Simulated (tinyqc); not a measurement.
What moves the results: deformation-potential model of the L valleys of a conduction band. A value that a table varies takes the place of the one given here.

Valleys with axes along [111], [1-1-1], [-11-1] and [-1-11], one whole valley each. Herring-Vogt shift of a valley with unit axis a: dE = Xd tr(e) + Xu a.e.a. Non-degenerate shares n_i = exp(-dE_i/kT)/sum_j exp(-dE_j/kT). Inverse mass tensor of a valley: (1 - a a)/mt + a a/ml; the masses are taken as independent of strain.

s11 = (C11 + C12)/((C11 - C12)(C11 + 2 C12)), s12 = -C12/((C11 - C12)(C11 + 2 C12)), s44 = 1/C44; exx = s11 sxx + s12 (syy + szz) and cyclic, exy = s44 sxy/2; tension is positive. A uniaxial stress X along the unit vector n is s_ij = X n_i n_j.

Constants: kB = 8.617333262e-05 eV/K.

Values chosen for the exercise (near those of Ge; the results hold for these values, not for the real material):
```
symbol  value           unit  meaning
ml      1.624           m0    longitudinal mass
mt      0.083           m0    transverse mass
Xd      -6.12           eV    dilation potential
Xu      15.67           eV    uniaxial potential
C11     129.6           GPa
C12     48.2            GPa
C44     67.2            GPa
load    uniaxial [111]        kind of stress
T       150             K     temperature
X1      0.4             GPa   size of the stress
X       -0.95           GPa   stress
```

## Sweep of a uniaxial [111] stress

m_c = 1/(u.M.u) along [111] with M = sum_i n_i (inverse mass tensor); gain against zero stress at a fixed scattering time.

Results:
```
X (GPa)  spread (meV)  lowest edge (meV)  n [111]  n [1-1-1]  n [-11-1]  n [-1-11]  m_c (m0)  gain (%)
-1.00           103.6              -73.8    0.999      0.000      0.000      0.000    1.5980     -92.4
-0.50            51.8              -36.9    0.948      0.017      0.017      0.017    0.8767     -86.2
-0.20            20.7              -14.8    0.624      0.125      0.125      0.125    0.2252     -46.1
0.00              0.0                0.0    0.250      0.250      0.250      0.250    0.1214       0.0
0.20             20.7               -6.0    0.063      0.312      0.312      0.312    0.0986      23.1
0.50             51.8              -14.9    0.006      0.331      0.331      0.331    0.0933      30.1
1.00            103.6              -29.9    0.000      0.333      0.333      0.333    0.0928      30.8
```

Along [111] the gain is -92.4 % at -1.00 GPa and +30.8 % at 1.00 GPa. The slope at zero stress (from +/- 0.001 GPa), +185.5 % per GPa, carried to the ends would give -185 and +185 %; the response falls behind at both ends, as it saturates once the spread passes a few kT (kT = 12.9 meV, spread up to 104 meV).

## Gain for each load and current direction

Each load has the size X1. Gain m_c(0)/m_c - 1 in per cent from repopulation alone, m_c = 1/(u.M.u), M = sum_i n_i (inverse mass tensor); biaxial means sxx = syy.

Gain (%); + is tension, - compression:
```
load                [100]  [010]  [001]  [110]  [1-10]  [111]
uniaxial [110] (+)    0.0    0.0    0.0   38.6   -38.6   25.7
uniaxial [110] (-)    0.0    0.0    0.0  -38.6    38.6  -25.7
uniaxial [100] (+)    0.0    0.0    0.0    0.0     0.0    0.0
uniaxial [100] (-)    0.0    0.0    0.0    0.0     0.0    0.0
uniaxial [111] (+)    0.0    0.0    0.0   14.6   -14.6   29.2
uniaxial [111] (-)    0.0    0.0    0.0  -39.6    39.6  -79.2
biaxial (001) (+)     0.0    0.0    0.0    0.0     0.0    0.0
biaxial (001) (-)     0.0    0.0    0.0    0.0     0.0    0.0
```

The largest gain is +39.6 %, for uniaxial [111] (-) with the current along [1-10]; for a [110] channel it is +38.6 %, under uniaxial [110] (+). No gain or loss appears under biaxial (001) and uniaxial [100]: the valleys stay equivalent.

## Temperature and repopulation

The load is fixed; m_c along [111] as 1/(u.M.u).

Results:
```
T (K)  kT (meV)  n [111]  n [1-1-1]  n [-11-1]  n [-1-11]  m_c (m0)
50         4.31    1.000      0.000      0.000      0.000    1.6240
77         6.64    1.000      0.000      0.000      0.000    1.6240
150       12.93    0.999      0.000      0.000      0.000    1.5854
225       19.39    0.982      0.006      0.006      0.006    1.2464
300       25.85    0.938      0.021      0.021      0.021    0.8001
400       34.47    0.853      0.049      0.049      0.049    0.4738
500       43.09    0.766      0.078      0.078      0.078    0.3342
```

The largest share falls from 1.000 at 50 K to 0.766 at 500 K (equal shares: 0.250); m_c goes from 1.6240 to 0.3342, against 0.1214 without stress. Only spread/kT enters, so the small-stress response goes as 1/T.

## What each parameter does

Spread of the valley edges, lowest edge, largest share and m_c along [111]. Each row changes one parameter from the base and keeps the others.

Results:
```
case              spread (meV)  lowest edge (meV)  largest share  m_c (m0)
base                     98.46             -70.07         0.9985    1.5854
ml = 1.299 m0            98.46             -70.07         0.9985    1.2745
mt = 0.1 m0              98.46             -70.07         0.9985    1.5922
Xd = -7.344 eV           98.46             -64.93         0.9985    1.5854
Xu = 12.536 eV           78.76             -50.91         0.9933    1.4617
C11 = 155.52 GPa         98.46             -70.46         0.9985    1.5854
C12 = 38.56 GPa          98.46             -69.72         0.9985    1.5854
C44 = 80.64 GPa          82.05             -57.77         0.9948    1.4950
X = -1.14 GPa           118.15             -84.09         0.9997    1.6154
T = 180 K                98.46             -70.07         0.9948    1.4950
```

The largest shifts from the base row, up to three for each result and ties (the steps differ in size, so this ranks the rows, not the parameters). spread (meV): Xu -19.69, X +19.69, C44 -16.41; unchanged at the printed digits by ml, mt, Xd, C11, C12 and T. lowest edge (meV): Xu +19.16, X -14.01, C44 +12.31; unchanged at the printed digits by ml, mt and T. largest share: Xu -0.0053, C44 -0.0038, T -0.0038; unchanged at the printed digits by ml, mt, Xd, C11 and C12. m_c (m0): ml -0.3109, Xu -0.1237, C44 -0.0904, T -0.0904; unchanged at the printed digits by Xd, C11 and C12. Xd moves all valleys together, so it shifts the edge and nothing else.

Program tinyqc; command `OMP_NUM_THREADS=1 python tinyqc.py 1050773 1050774 out.jsonl`; about 0.02 s on one thread of a shared Intel(R) Xeon(R) Processor @ 2.30GHz.
